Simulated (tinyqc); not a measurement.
Inside a calculation. Method: lattice vibrations of a chain. One step of it, computed by the program tinyqc.

Task: Frequencies. omega^2 are the eigenvalues; wavenumber = 521.4708 sqrt(eigenvalue) 1/cm.

D(q) (eV/(angstrom^2 u)):
```
                     1                    2
1            12.241379  -2.551243+0.672058i
2  -2.551243-0.672058i             0.637343
```

Give: eigenvalues; wavenumbers; weights |e|^2 of the mass-weighted modes.

Result:

eigenvalues: 0.066  12.813

wavenumbers (1/cm): 133.6  1866.6

weights |e|^2 of the mass-weighted modes:
```
        mode 1  mode 2
atom 1   0.045   0.955
atom 2   0.955   0.045
```
